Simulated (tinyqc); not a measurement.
Six-band Luttinger-Kohn model with strain: sweeps and comparisons. A value that a table varies takes the place of the one given here.

Six-band Luttinger-Kohn model in the basis |3/2,3/2>, |3/2,1/2>, |3/2,-1/2>, |3/2,-3/2>, |1/2,1/2>, |1/2,-1/2>, electron energies, zero at the top of the unstrained valence band. H = -[rows: (P+Q, -S, R, 0, -S/r2, r2 R); (-S*, P-Q, 0, R, -r2 Q, r32 S); (R*, 0, P-Q, S, r32 S*, r2 Q); (0, R*, S*, P+Q, -r2 R*, -S*/r2); (-S*/r2, -r2 Q, r32 S, -r2 R, P+Dso, 0); (r2 R*, r32 S*, r2 Q, -S/r2, 0, P+Dso)], r2 = sqrt(2), r32 = sqrt(3/2). Levels are twofold.

P = c g1 k^2 - av tr(e); Q = c g2 (kx^2 + ky^2 - 2 kz^2) - (b/2)(exx + eyy - 2 ezz); R = c sqrt3 [-g2 (kx^2 - ky^2) + 2i g3 kx ky] + (sqrt3/2) b (exx - eyy) - i d exy; S = 2 c sqrt3 g3 (kx - i ky) kz - d (exz - i eyz); c = hbar^2/2m0, e the strain tensor (not engineering shear).

s11 = (C11 + C12)/((C11 - C12)(C11 + 2 C12)), s12 = -C12/((C11 - C12)(C11 + 2 C12)), s44 = 1/C44; exx = s11 sxx + s12 (syy + szz) and cyclic, exy = s44 sxy/2; tension is positive. A uniaxial stress X along the unit vector n is s_ij = X n_i n_j.

Constants: hbar^2/2m0 = 3.80998211 eV angstrom^2.

Values chosen for the exercise (near those of GaP; shifted at random, so the results belong to these values and not to a real crystal): Dso = 0.084 eV (spin-orbit splitting); g1 = 4.08 (Luttinger gamma1); g2 = 0.5 (gamma2); g3 = 1.24 (gamma3); av = 1.75 eV (valence hydrostatic potential); b = -1.52 eV (tetragonal shear potential); d = -4.5 eV (trigonal shear potential); C11 = 133.9 GPa; C12 = 63.9 GPa; C44 = 69.2 GPa; load = uniaxial [001] (kind of stress); X1 = 1.1 GPa (size of the stress); E_h = 25 meV (hole energy below the top); X = 0.68 GPa (stress).

## Sweep of a uniaxial [001] stress

Edges at k = 0 and curvature masses of the top pair along [100] and [001] (step 0.0002 1/angstrom); at zero stress the top is fourfold and has no single curvature.

Edges and masses:
```
X (GPa)  top (eV)  second (eV)  third (eV)  splitting (meV)  m [100]  m [001]
-3.00      0.0890      -0.0852     -0.1480            174.2    0.320    0.167
-2.00      0.0548      -0.0568     -0.1222            111.6    0.317    0.169
-1.00      0.0233      -0.0284     -0.0990             51.7    0.307    0.175
0.00       0.0000       0.0000     -0.0840              0.0        -        -
1.00       0.0284      -0.0024     -0.0899             30.8    0.218    0.325
2.00       0.0568       0.0143     -0.1150             42.5    0.218    0.325
3.00       0.0852       0.0381     -0.1471             47.1    0.218    0.325
```

The splitting reaches 174.2 meV under compression and 47.1 meV under the same tension; linear shear terms alone would make the two equal, and the difference comes from the coupling to the split-off band. At the ends of the sweep the top pair has a mass along [100] of 0.320 under compression and 0.218 under tension, so tension gives the lighter holes along [100]; along [001] it has 0.167 and 0.325. The top edge itself moves by +89 and +85 meV. The ends of the sweep mean strains up to 3.2 %, beyond the range of linear deformation potentials.

## Which stress helps holes along [110]

Each load has size X1 (biaxial: sxx = syy); masses are curvatures of the top pair at k = 0.

Results:
```
load                         splitting (meV)  top edge (meV)  m [110]  m [001]
uniaxial [110], compression             51.0            22.2    0.133    0.308
uniaxial [110], tension                 30.9            29.0    0.474    0.210
uniaxial [100], compression             57.5            26.2    0.222    0.308
uniaxial [100], tension                 32.6            31.2    0.261    0.218
uniaxial [111], compression             48.9            20.9    0.164    0.245
uniaxial [111], tension                 29.9            28.0    0.352    0.245
biaxial (001), compression              32.6             9.2    0.218    0.325
biaxial (001), tension                  57.5            48.3    0.308    0.174
```

The lightest mass along [110] (0.133) comes with uniaxial [110], compression. The largest splitting (57.5 meV) comes with uniaxial [100], compression; biaxial (001), tension. The heaviest mass along [001] (0.325), which lowers the confinement energy in a (001) channel, comes with biaxial (001), compression. The splitting per GPa follows b (s11 - s12) for loads along cube axes and d s44 for [111]: here 2 |b| (s11 - s12) = 43.4 and |d| s44/sqrt3 = 37.5 meV per GPa in the limit of large Dso; where the splitting nears Dso, mixing with the split-off band makes it depend on the sign of the load.

## Warping of the constant-energy contours (six-band Luttinger-Kohn model)

No strain (e = 0). In the plane kz = 0, |k| where the top and second pairs lie E_h below the top, against the angle from [100]; m = c k^2/E_h.

Contours:
```
angle (degrees)  k top (1/angstrom)  k second (1/angstrom)  m top (m0)  m second (m0)
0                            0.0462                 0.0364       0.325          0.202
9                            0.0475                 0.0359       0.344          0.197
18                           0.0511                 0.0350       0.399          0.187
27                           0.0563                 0.0342       0.483          0.178
36                           0.0617                 0.0337       0.581          0.173
45                           0.0644                 0.0335       0.631          0.171
```

The heavy contour reaches 1.394 times as far along [110] as along [100], the light one 0.920 times. The warping follows g3 - g2 = 0.74 and would vanish for g2 = g3. Along [100] the heavy mass is 1/(g1 - 2 g2) = 0.325 at any energy, while the light one is 0.2019, against 1/(g1 + 2 g2) = 0.1969 at the edge, for E_h/Dso = 0.30.

## What each parameter does

Edges at k = 0 under a uniaxial [001] stress X and the curvature mass of the top pair along [100] (step 0.0002 1/angstrom). Each row changes one parameter from the base and keeps the others.

Results:
```
case              top (eV)  second (eV)  third (eV)  mass (m0)
base                0.0193      -0.0044     -0.0853      0.218
av = 1.4 eV         0.0184      -0.0053     -0.0862      0.218
d = -5.4 eV         0.0193      -0.0044     -0.0853      0.218
C12 = 51.12 GPa     0.0175      -0.0033     -0.0831      0.218
g3 = 1.488          0.0193      -0.0044     -0.0853      0.218
C11 = 107.12 GPa    0.0290      -0.0037     -0.0941      0.218
Dso = 0.101 eV      0.0193      -0.0054     -0.1012      0.218
g2 = 0.4            0.0193      -0.0044     -0.0853      0.223
```

The largest shifts from the base row, up to three for each result and ties (the steps differ in size, so this ranks the rows, not the parameters). top (eV): C11 +0.0097, C12 -0.0018, av -0.0009; unchanged at the printed digits by d, g3, Dso and g2. second (eV): C12 +0.0011, Dso -0.0010, av -0.0009; unchanged at the printed digits by d, g3 and g2. third (eV): Dso -0.0160, C11 -0.0089, C12 +0.0022; unchanged at the printed digits by d, g3 and g2. mass (m0): g2 +0.005; unchanged at the printed digits by av, d, C12, g3, C11 and Dso. The Luttinger parameters multiply k^2 and cannot move the edges; av shifts all edges alike and leaves the mass.

Computed by tinyqc, a small Python program: `OMP_NUM_THREADS=1 python tinyqc.py 1051279 1051280 out.jsonl` (the numbers bound the seed that draws the inputs); one thread of a shared host (Intel(R) Xeon(R) Processor @ 2.30GHz), about 0.06 s for the whole set of steps.
